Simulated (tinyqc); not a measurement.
Punch-through p+-n junction, ionisation integral and breakdown: one step of the calculation.

A p+ layer at x < 0 and an n drift layer from x = 0 to L on an n+ substrate. Depletion approximation, built-in voltage neglected. Local ionisation coefficients alpha_n = an exp(-(bn/E)^mx), alpha_p = ap exp(-(bp/E)^mx). Electrons move towards +x, holes towards x = 0.

Task. Ionisation integrals by the trapezoid rule. G(x) = integral from 0 to x of (alpha_n - alpha_p); I_n = integral of alpha_n exp(-G) (electrons injected at x = 0), I_p = integral of alpha_p exp(G(end) - G) (holes injected at the far edge); M = 1/(1 - I). All integrals by the trapezoid rule on the grid.

```
point     x (um)  alpha_n (1/cm)  alpha_p (1/cm)
0      0.0000000       15180.965       4454.8524
1      0.0909091       12831.320       3429.0094
2      0.1818182       10677.054       2575.9233
3      0.2727273       8726.6203       1881.8257
4      0.3636364       6986.4688       1331.2030
5      0.4545455       5460.4704       907.11198
6      0.5454545       4149.2916       591.62234
7      0.6363636       3049.7675       366.38335
8      0.7272727       2154.3300       213.29582
9      0.8181818       1450.5851       115.24767
10     0.9090909       921.16164       56.844501
11     1.0000000       543.98541       25.041039
```

Wanted: G; alpha_n exp(-G); I_n; I_p; M_n; M_p.

Result.

```
point        G  alpha_n exp(-G) (1e4 1/cm)
0      0.00000                      1.5181
1      0.09149                      1.1709
2      0.17105                      0.8998
3      0.23899                      0.6872
4      0.29581                      0.5197
5      0.34221                      0.3878
6      0.37908                      0.2840
7      0.40745                      0.2029
8      0.42847                      0.1404
9      0.44336                      0.0931
10     0.45336                      0.0585
11     0.45965                      0.0344
```

I_n = 0.47460
I_p = 0.16626
M_n = 1.9033
M_p = 1.1994

tinyqc, about 0.06 s, one thread, Intel Xeon 2.30GHz (shared host): `OMP_NUM_THREADS=1 python tinyqc.py 2120064 2120065 out.jsonl`
